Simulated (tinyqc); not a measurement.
Worked calculation: one-electron ion in a basis of Gaussians. Computed by tinyqc, a small Python program that keeps every step. Settings: Z = 3, l = 0. Command: `OMP_NUM_THREADS=1 python tinyqc.py 25757 25758 out.jsonl` (the two numbers bound the seeds that draw the settings). One thread of a shared host (Intel(R) Xeon(R) Processor @ 2.60GHz), about 0.01 s of CPU time with the checks.

## Matrices over normalised Gaussians

exponents of r^l exp(-a r^2) (1/bohr^2): [0.588400, 1.705000, 4.941000, 14.320000, 41.480000]

Z = 3

l = 0

With p = a_i + a_j and I(k) = Gamma((k+1)/2) / (2 p^((k+1)/2)): S = I(2l+2), T = (2l+3) a_i a_j S / p, V = -Z I(2l+1), each divided by sqrt(S_ii S_jj).

S:
```
[[1.000000, 0.816344, 0.484333, 0.243002, 0.113827],
 [0.816344, 1.000000, 0.816317, 0.484282, 0.243062],
 [0.484333, 0.816317, 1.000000, 0.816291, 0.484410],
 [0.243002, 0.484282, 0.816291, 1.000000, 0.816451],
 [0.113827, 0.243062, 0.484410, 0.816451, 1.000000]]
```

T (hartree):
```
[[0.882600, 1.071301, 0.763967, 0.412018, 0.198117],
 [1.071301, 2.557500, 3.104267, 2.213549, 1.194179],
 [0.763967, 3.104267, 7.411500, 8.995917, 6.416140],
 [0.412018, 2.213549, 8.995917, 21.480000, 26.073470],
 [0.198117, 1.194179, 6.416140, 26.073470, 62.220000]]
```

V (hartree):
```
[[-3.672211, -4.184940, -3.855307, -3.176158, -2.499188],
 [-4.184940, -6.251058, -7.123860, -6.562568, -5.407054],
 [-3.855307, -7.123860, -10.641399, -12.127210, -11.172414],
 [-3.176158, -6.562568, -12.127210, -18.116021, -20.645406],
 [-2.499188, -5.407054, -11.172414, -20.645406, -30.832638]]
```

## Generalised eigenproblem

H = T + V (hartree):
```
[[-2.789611, -3.113639, -3.091340, -2.764140, -2.301071],
 [-3.113639, -3.693558, -4.019593, -4.349019, -4.212875],
 [-3.091340, -4.019593, -3.229899, -3.131292, -4.756274],
 [-2.764140, -4.349019, -3.131292, 3.363979, 5.428064],
 [-2.301071, -4.212875, -4.756274, 5.428064, 31.387362]]
```

Solve H C = S C e through S^(-1/2); each column has its largest component positive (the first on a tie).

eigenvalues of S: [0.020363, 0.098404, 0.393916, 1.303487, 3.183830]

eigenvalues (hartree): [-4.482698, -0.708760, 5.066717, 26.696002, 98.919739]

coefficients:
```
[[0.169281, 1.637383, -1.326479, 0.638811, -0.314592],
 [0.492708, -1.172768, 3.033390, -2.037810, 1.048540],
 [0.339177, -0.040473, -2.187554, 3.340058, -2.174457],
 [0.088171, -0.107630, 0.232661, -2.435203, 3.173947],
 [0.053455, -0.019789, -0.128282, 0.175476, -2.220180]]
```

For Z = 3 and l = 0 the exact lowest level is -Z^2/(2 n^2) with n = l + 1: -4.500000 hartree.
